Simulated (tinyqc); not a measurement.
Inside a calculation. Method: coupled-perturbed Hartree-Fock on RHF in the 3-21g basis, for H2, spin multiplicity 1. The polarisability along this axis is zero because the basis has no function that the field can mix in; the real value is not. One step of it, computed by the program tinyqc.

Question. Iteration 9 (converged): orbitals. Diagonalise F' = X^T F X, C = X C', fill 1 alpha and 1 beta electrons from the bottom; D = 2 C_occ C_occ^T. Each column has its largest component positive (the first on a tie).

converged F (hartree), lower triangle:
```
           1H 1s      1H 2s      2H 1s      2H 2s
1H 1s   0.136227
1H 2s  -0.478651  -0.345761
2H 1s  -0.496677  -0.485629   0.136227
2H 2s  -0.485629  -0.396503  -0.478651  -0.345761
```

X:
```
               1          2          3         4
1H 1s  -0.680270   0.820817   0.775638  0.271076
1H 2s   1.879837  -0.663995   0.280686  0.335099
2H 1s   0.680270   0.820817  -0.775638  0.271076
2H 2s  -1.879837  -0.663995  -0.280686  0.335099
```

Give: F' = X^T F X; orbital energies; coefficients C; D after iteration 9.

Answer.

F' = X^T F X (hartree), lower triangle:
```
         1        2       3        4
1   0.9087
2   0.0000   0.9620
3  -0.5967   0.0000  0.7756
4   0.0000  -0.0134  0.0000  -0.5700
```

orbital energies (hartree): MO1 -0.5702, MO2 0.2418, MO3 0.9621, MO4 1.4425

coefficients C:
```
          MO1      MO2      MO3      MO4
1H 1s  0.2783   0.1245   0.8184  -1.0242
1H 2s  0.3293   1.4626  -0.6669   1.2138
2H 1s  0.2783  -0.1245   0.8184   1.0242
2H 2s  0.3293  -1.4626  -0.6669  -1.2138
```

D after iteration 9, lower triangle:
```
        1H 1s   1H 2s   2H 1s   2H 2s
1H 1s  0.1549
1H 2s  0.1832  0.2168
2H 1s  0.1549  0.1832  0.1549
2H 2s  0.1832  0.2168  0.1832  0.2168
```
